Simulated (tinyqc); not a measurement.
Which input was changed? Model: Born-von Karman spring model of a cubic crystal with one atom per cell. Computed by tinyqc, a small Python program. Command: `OMP_NUM_THREADS=1 python tinyqc.py 3010823 3010824 out.jsonl springs which`. One thread of a shared host (Intel(R) Xeon(R) Processor @ 2.30GHz), about 0.8 s of CPU time with the checks.

First neighbours lie at a/2 (1,1,1) (8 of them), second at a (1,0,0) (6), with all permutations and signs; the volume per atom is Omega = a^3/2.

Inputs (values chosen for the exercise, for a model crystal):
```
quantity,value,unit
lattice constant a,3.15,angstrom
atomic mass M,151,u
radial spring k1L,4.71,eV/angstrom^2
transverse spring k1T,-0.35,eV/angstrom^2
radial spring k2L,2.6,eV/angstrom^2
transverse spring k2T,-0.04,eV/angstrom^2
mesh divisions n,8,-
temperature T,600,K
```

Lattice: bcc.

Constants: 1 eV/angstrom^3 = 160.2176634 GPa; nu for 1 eV/(angstrom^2 u) = 15.6333042 THz; h x 1 THz = 4.135667696 meV; k_B = 8.617333262e-05 eV/K; hbar^2/u = 4.18015928e-03 eV angstrom^2.

Method:
- [ij,kl] = (1/(2 Omega)) sum_R K_ij R_k R_l; C11 = [xx,xx], C44 = [xx,yy], C12 = 2 [xy,xy] - C44; B = (C11 + 2 C12)/3; Zener ratio A = 2 C44/(C11 - C12). K(R) = kL n n^T + kT (1 - n n^T).
- A neighbour at R with unit vector n couples by the matrix K(R) = kL n n^T + kT (1 - n n^T), and D(q) = (1/M) sum_R K(R) [1 - cos(q.R)].
- An eigenvalue lambda of D in eV/(angstrom^2 u) gives nu = 15.6333042 THz x sqrt(lambda).
- Mesh: q = sum_i (m_i + 1/2)/n b_i, m_i = 0..n-1, with b = [[0, 1, 1], [1, 0, 1], [1, 1, 0]] in 2 pi/a; sums are averages over the n^3 points, per atom.
- With x = h nu/(k_B T) and n = 1/(exp(x) - 1) for each mode: F = k_B T [x/2 + ln(1 - exp(-x))], U = k_B T x (n + 1/2), S/k_B = x n - ln(1 - exp(-x)), C/k_B = x^2 n (n + 1).
- <u_x^2> = (1/3) sum over modes of hbar^2/(2 M h nu) coth(x/2); zero-point energy = sum h nu/2. <u_x^2> converges slowly with the mesh, from below, with an error of order 1/n.

Problem. One of these inputs alone was changed, within the range given: atomic mass M (75.5 to 302); radial spring k1L (2.355 to 9.42); transverse spring k1T (-0.7 to -0.175); temperature T (300 to 1200). Which one, and to what value?

Results:
```
run,<u_x^2> (angstrom^2),zero-point energy (meV/atom),C11 (GPa)
before,0.005327090,30.02449,400.4594
after,0.006550308,27.06583,362.8210
```

Solution.

Each candidate set to reproduce <u_x^2>, and what it then gives:
```
candidate,range searched,value needed,zero-point energy (meV/atom),C11 (GPa)
atomic mass M (u),75.5 to 302,out of reach,-,-
radial spring k1L (eV/angstrom^2),2.355 to 9.42,3.600,27.066,362.82
transverse spring k1T (eV/angstrom^2),-0.7 to -0.175,-0.6601,28.089,379.43
temperature T (K),300 to 1200,739.9,30.024,400.46
```

Only radial spring k1L fits every result: it went from 4.71 to 3.60 eV/angstrom^2. The next best candidate, transverse spring k1T, misses one result by 4.6 %.
